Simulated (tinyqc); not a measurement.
# Surface potential of a MOS transistor: implicit equation and explicit approximations: two studies

p-type body, charge-sheet picture, depletion and inversion only, full ionisation (an idealisation for deep acceptors), Boltzmann statistics (rough once Na exp(x - xn) passes about Nc/7). In units of Vt: xg = (Vg - Vfb)/Vt, x = psi/Vt, G = gamma/sqrt(Vt), xn = (2 phiF + Vc)/Vt. The implicit equation is (xg - x)^2 = G^2 [x - 1 + exp(x - xn)] for x above about 3. Cox = eps0 eox/tox.

Inputs (values chosen for the exercise); band and dielectric values those of a made-up semiconductor:
- T = 300 K (temperature)
- Eg = 2.63 eV (band gap)
- eps_r = 10.6 (relative permittivity)
- Nc = 1.45e19 cm^-3 (conduction-band density of states at T)
- Nv = 2.47e19 cm^-3 (valence-band density of states at T)
- eox = 8.88 (relative permittivity of the gate insulator (close to aluminium oxide))
- tox = 43 nm (insulator thickness)
- Na = 1e18 cm^-3 (acceptor density)
- Vfb = -0.69 V (flat-band voltage)
- Vc = 1 V (channel-body voltage)
- Vg = 8.6 V (gate-body voltage)

Constants: q = 1.602176634e-19 C, kB = 1.380649e-23 J/K, Vt = kB T/q, eps0 = 8.8541878128e-14 F/cm where lengths are in cm. Results are converted to the units shown.

Each table varies one quantity; the others keep the values above.

## Accuracy of the approximations against gate voltage

ni = sqrt(Nc Nv) exp(-Eg/(2 Vt)), Eg in volts; phiF = Vt ln(Na/ni); gamma = sqrt(2 q eps0 eps_r Na)/Cox; VT = Vfb + Vt (xn + G sqrt(xn - 1)). Depletion value a = 1 + [sqrt(G^2/4 + xg - 1) - G/2]^2; inversion value b = xn + ln[(xg - xn)^2/G^2 - xn + 1] and first guess y = min(a, b) - ln(1 + exp(-|a - b|)) if a > xn + 1, else b = y = a; one second-order correction with D = exp(y - xn), p = 2 (xg - y) + G^2 (1 + D), w = (xg - y)^2 - G^2 (y - 1 + D): z = y + 2 w/(p + sqrt(p^2 - 2 (2 - G^2 D) w)), or the Newton step z = y + w/p where the root is not real. N_inv = (Cox Vt G/q) [sqrt(x - 1 + exp(x - xn)) - sqrt(x - 1)] at the root. Lambert form (Cox m Vt/q) W0[(G/(2 m sqrt(xn - 1))) exp((Vg - VT)/(m Vt))], m = 1 + G/(2 sqrt(xn - 1)). Errors under 1e-4 mV, and the linear form below VT, are printed as 0.

Result of one run:

| Vg (V) | psi (V) | x - xn | error of y (mV) | error of z (mV) | N_inv (cm^-2) | Cox (Vg - VT)/q (cm^-2) | Lambert form (cm^-2) |
|---|---|---|---|---|---|---|---|
| 8.16 | 3.367 | -4.281 | 0.161 | 0 | 3.348e8 | 0 | 3.243e8 |

What becomes of these results when the gate-body voltage Vg is changed from 8.16 to 9.36 V, all else the same?

Result of the changed run:

| Vg (V) | psi (V) | x - xn | error of y (mV) | error of z (mV) | N_inv (cm^-2) | Cox (Vg - VT)/q (cm^-2) | Lambert form (cm^-2) |
|---|---|---|---|---|---|---|---|
| 9.36 | 3.575 | 3.761 | 5.02 | -0.0353 | 9.409e11 | 1.141e12 | 9.445e11 |

The whole series:

| Vg (V) | psi (V) | x - xn | error of y (mV) | error of z (mV) | N_inv (cm^-2) | Cox (Vg - VT)/q (cm^-2) | Lambert form (cm^-2) |
|---|---|---|---|---|---|---|---|
| 7.96 | 3.258 | -8.509 | 2.37e-3 | 0 | 4.964e6 | 0 | 4.512e6 |
| 8.16 | 3.367 | -4.281 | 0.161 | 0 | 3.348e8 | 0 | 3.243e8 |
| 8.36 | 3.469 | -0.3300 | 8.30 | -0.0448 | 1.712e10 | 0 | 1.712e10 |
| 8.56 | 3.523 | 1.749 | 10.4 | -0.294 | 1.346e11 | 2.278e11 | 1.352e11 |
| 8.76 | 3.546 | 2.621 | 9.37 | -0.251 | 3.166e11 | 4.560e11 | 3.179e11 |
| 8.96 | 3.559 | 3.130 | 7.24 | -0.111 | 5.178e11 | 6.843e11 | 5.199e11 |
| 9.16 | 3.568 | 3.487 | 5.91 | -0.0587 | 7.272e11 | 9.125e11 | 7.300e11 |
| 9.36 | 3.575 | 3.761 | 5.02 | -0.0353 | 9.409e11 | 1.141e12 | 9.445e11 |
| 9.56 | 3.581 | 3.984 | 4.39 | -0.0232 | 1.157e12 | 1.369e12 | 1.162e12 |

psi rises from 3.26 to 3.58 V and ends 4.0 Vt above 2 phiF + Vc. Among the rows the first guess is off by at most 10 mV (at Vg = 8.56 V) and the corrected value by at most 0.29 mV. In the last row the linear form is 18 % above N_inv and the Lambert form 0.39 % above it; in the first row the Lambert form is 9.1 % below it. For Vg = 8.56, 8.76, 8.96, 9.16, 9.36, 9.56 the electron quasi-Fermi level lies less than 2 Vt below the band edge at the surface, or above it, where degeneracy and confinement, left out, matter.

## Effect of the acceptor density at fixed gate voltage

Same model as above.

Vfb is held fixed.

Effect of the acceptor density at fixed gate voltage:

| Na (cm^-3) | psi (V) | x - xn | error of y (mV) | error of z (mV) | N_inv (cm^-2) | Cox (Vg - VT)/q (cm^-2) | Lambert form (cm^-2) |
|---|---|---|---|---|---|---|---|
| 3.3e16 | 3.517 | 8.345 | 2.00 | -2.11e-3 | 5.426e12 | 5.709e12 | 5.467e12 |
| 6.8e16 | 3.535 | 7.580 | 1.94 | -1.91e-3 | 4.896e12 | 5.167e12 | 4.928e12 |
| 1.4e17 | 3.551 | 6.774 | 1.97 | -2.02e-3 | 4.144e12 | 4.405e12 | 4.168e12 |
| 2.9e17 | 3.565 | 5.855 | 2.26 | -3.04e-3 | 3.065e12 | 3.313e12 | 3.081e12 |
| 5.8e17 | 3.570 | 4.658 | 3.43 | -0.0109 | 1.620e12 | 1.842e12 | 1.627e12 |
| 1.2e18 | 3.324 | -6.334 | 0.0218 | 0 | 4.736e7 | 0 | 4.460e7 |

What does the comparison show?

As Na goes from 3.3e16 to 1.2e18, psi goes from 3.52 through a maximum of 3.57 (at Na = 5.8e17 among the rows listed) to 3.32 V, x - xn falls from 8.34 to -6.33 and N_inv falls from 5.43e12 to 4.74e7 cm^-2. The Lambert form lies between 0.942 and 1.01 times N_inv. For Na = 3.3e16, 6.8e16, 1.4e17, 2.9e17, 5.8e17 the electron quasi-Fermi level lies less than 2 Vt below the band edge at the surface, or above it, where degeneracy and confinement, left out, matter.

Program tinyqc, `OMP_NUM_THREADS=1 python tinyqc.py 2122213 2122214 out.jsonl`; Intel Xeon 2.30GHz, shared host, one thread, about 0.01 s.
